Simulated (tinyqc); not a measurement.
# Gate sheet resistance from two finger widths

Question. At low frequency R = Rsh Wf/(3 L) + B/Wf, where B collects the channel and vertical terms. Find Rsh, B and the width of lowest R.

Inputs (values chosen for the exercise): channel length L = 1.6 um.

input resistance of single fingers, contacted at one end, of width 1.3 and 6 um (ohm): [135.64423, 50.833333]

Solution. R Wf is a straight line in Wf^2; the minimum of R lies where both terms are equal.

Rsh = 18.0 ohm/square
B = 170 ohm um
width of lowest R = 6.73 um

Program tinyqc, `OMP_NUM_THREADS=1 python tinyqc.py 2262163 2262164 out.jsonl`; Intel Xeon 2.30GHz, shared host, one thread, about 0.01 s.
